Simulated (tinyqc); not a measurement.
Interface roughness in a thin film (subband fluctuation and scattering), step by step. Values are carried at full precision from step to step, so a last printed digit may differ when a step is redone from the rounded ones.

Square well of width t, barriers V0, c = hbar^2/2m0: E1 solves k t + 2 atan[(k/mz)/(kappa/mb)] = pi, k = sqrt(mz E/c), kappa = sqrt(mb (V0 - E)/c). One interface is rough, so the subband edge fluctuates by G dt with G = |dE1/dt| (central difference of 0.01 angstrom; 2 E1/t for hard walls).

Constants: hbar^2/2m0 = 3.80998211 eV angstrom^2; e^2/(4 pi eps0) = 14.39964547 eV angstrom; hbar = 6.58211957e-16 eV s.

Parameters, chosen for this exercise (near those of a thin InGaAs channel; the results hold for these values, not for the real material):
- t = 40 angstrom (film thickness)
- mz = 0.046 m0 (confinement mass)
- V0 = 2.11 eV (barrier)
- mb = 0.27 m0 (barrier mass)
- D = 1 angstrom (rms height of the roughness)
- md = 0.044 m0 (mass in the plane)
- gv = 1 (valleys)
- Lc = 42 angstrom (correlation length)
- Ns = 0.46 x 1e12/cm^2 (sheet density)
- eps = 11 (mean dielectric constant at the channel)
- Lg = 150 angstrom (gate length)
- Wg = 150 angstrom (gate width)

## Sensitivity of the level to thickness

Give E1, G, the hard-wall values and the rms fluctuation G D.

E1 = 180.36 meV
G = |dE1/dt| = 5.7793 meV/angstrom

hard walls: E1 (meV) and G (meV/angstrom): 510.911  25.546

G D = 5.78 meV

Hard walls overstate G by a factor 4.42, and the scattering rate, which goes as G^2, by 19.54.

## The angular integrand

Gaussian roughness spectrum S(q) = pi D^2 Lc^2 exp(-q^2 Lc^2/4). Degenerate gas, taken to fill one subband (the second starts to fill once c kF^2/md exceeds E2 - E1, which is not tested here): kF = sqrt(2 pi Ns/gv), q = 2 kF sin(theta/2), 1/tau = (md/(2 pi c hbar)) G^2 times the integral from 0 to pi of S(q)(1 - cos theta)/eps(q)^2 dtheta, eps(q) = 1 + qs/q with screening (qs = gv md q0/(c eps), q0 = e^2/(4 pi eps0), form factors left out, which overstates the screening; other scattering is left out too, so these values lie far above measured mobilities in all but the thinnest films) or 1 without; mobility = tau c2/md with c2 = e/m0 = 1.75882e15 cm^2/(V s^2); 1e12/cm^2 = 1e-4/angstrom^2.

kF, qs, and exp(-q^2 Lc^2/4)(1 - cos theta) without and with the factor 1/eps^2 at theta = 30, 60, ..., 180 degrees.

kF = 0.01700 1/angstrom
qs = 0.0151 1/angstrom

Integrand:
```
theta,q (1/angstrom),bare,eps(q),screened
30,0.0088,0.129,2.72,0.0175
60,0.0170,0.440,1.89,0.123
90,0.0240,0.775,1.63,0.292
120,0.0294,1.02,1.51,0.447
150,0.0328,1.16,1.46,0.544
180,0.0340,1.20,1.44,0.576
```

kF Lc = 0.71: the roughness is short-ranged for these electrons, and back-scattering dominates.

## Scattering time and mobility

Integrate over theta.

Results:
```
case,integral,tau (fs),mobility (cm^2/(V s))
bare,2.162,895.1,3.578e+04
screened,0.8960,2159,8.631e+04
```

Screening raises the mobility by a factor 2.4. With it kF l = 164, so by this rate the carriers are far from localisation. Phonons, and the gate field that presses carriers to the wall, limit real channels far below this value.

## Threshold variation

Averaged over an area A = Lg Wg much larger than Lc^2, the thickness varies by D sqrt(pi Lc^2/A), so sigma(Vt) = G D Lc sqrt(pi/A)/e; the Pelgrom coefficient is sigma sqrt(A) (1 micrometre = 1e4 angstrom).

rms of the mean thickness = 0.496 angstrom
sigma(Vt) = 2.868 mV
coefficient = 0.0430 mV micrometre

The electrostatic effect of the thickness is left out. Lc is not small against the gate, so the averaging formula overstates the variation.

## Checks

- G from the envelope at the wall, psi(t/2)^2 (E1 + c mz (kappa/mb)^2), against the difference quotient, meV/angstrom: both 5.779.
- Bare integral for Lc -> 0 against pi: both 3.1416.

(tinyqc, `OMP_NUM_THREADS=1 python tinyqc.py 1280395 1280396 out.jsonl`, Intel(R) Xeon(R) Processor @ 2.30GHz, 1 thread, shared host, about 0.01 s.)
